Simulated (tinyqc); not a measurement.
Smearing for a one-band metal on the fcc lattice: one step. Occupations and energies.

With x = (E_k - mu)/sigma: cold (Marzari-Vanderbilt) with y = x + 1/sqrt(2), f = erfc(y)/2 + exp(-y^2)/sqrt(2 pi), s = y exp(-y^2)/sqrt(2 pi). With weights w = points/N^d (d the dimension), mu solves 2 sum w f = ne; E = 2 sum w f E_k, S = 2 sum w s, F = E - sigma S.

Parameters, chosen for this exercise: ne = 1.21 (electrons per cell); sigma = 0.102 eV (width).

Distinct levels:
```
E_k (eV)   points
-6.540000       1
-4.800000       8
-4.290000       6
-2.550000      12
-1.530000      24
-1.320000       8
-0.210000       6
0.210000       24
0.420000        4
0.510000       24
0.720000       24
1.320000       24
1.530000       36
1.620000        3
1.830000       12
```

Question. Converge mu, then list x, f and s of each level and form the sums.

Give: mu; x, f and s of each level; E; S; F; (E + F)/2.

Answer.

mu = 0.7408 eV

x, f and s of each level:
```
E_k (eV)       x       f        s
-6.5400   -71.38  1.0000   0.0000
-4.8000   -54.32  1.0000   0.0000
-4.2900   -49.32  1.0000   0.0000
-2.5500   -32.26  1.0000   0.0000
-1.5300   -22.26  1.0000   0.0000
-1.3200   -20.20  1.0000   0.0000
-0.2100    -9.32  1.0000   0.0000
0.2100     -5.20  1.0000   0.0000
0.4200     -3.15  1.0008  -0.0025
0.5100     -2.26  1.0215  -0.0551
0.7200     -0.20  0.5483   0.1558
1.3200      5.68  0.0000   0.0000
1.5300      7.74  0.0000   0.0000
1.6200      8.62  0.0000   0.0000
1.8300     10.68  0.0000   0.0000
```

E = -1.1215 eV
S = 0.0223
F = -1.1238 eV
(E + F)/2 = -1.1226 eV

Levels with f between 0.001 and 0.999: 1. f leaves the range 0 to 1: it runs from 0.0000 to 1.0215. For this scheme F itself has no term in sigma^2, so F is the estimate of the energy at zero width. That argument needs a smooth density of states, and the number of distinct levels within 2 sigma of mu is only 1, so it may fail on this mesh.

Computed by tinyqc, a small Python program: `OMP_NUM_THREADS=1 python tinyqc.py 1682684 1682685 out.jsonl` (the numbers bound the seed that draws the inputs); one thread of a shared host (Intel(R) Xeon(R) Processor @ 2.30GHz), about 0.3 s for the whole set of steps.
